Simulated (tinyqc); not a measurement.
Heisenberg magnet: exchange from energy differences, ordering vector, linear spin waves and ordering temperature: one step, computed by the program tinyqc.

H = -sum over pairs <ij> J_ij S_i.S_j - K sum_i (S_i^z)^2, each pair once, J > 0 ferromagnetic. First neighbours: 4 at a (1, 0), second: 4 at a (1, 1), with all permutations and signs.

Task: Energies of ordered states. J(q) = J1 g1(q) + J2 g2(q), g_s(q) = sum over shell s of cos(q.R). A classical spiral or collinear state of wave vector Q has the exchange energy -(S^2/2) J(Q) per site.

Inputs (values chosen for the exercise, for a model magnet): exchange J1 = 10.4 meV; exchange J2 = 0.43 meV; spin S = 1.5.

Lattice: square.

Give: States, Q in 2 pi/a.

Result:

States, Q in 2 pi/a:
```
Q             g1  g2  energy (meV/site)
G (0, 0)       4   4            -48.735
X (0.5, 0)     0  -4              1.935
M (0.5, 0.5)  -4   4             44.865
```

The lowest of these is G (0, 0), 50.670 meV per site below X (0.5, 0).
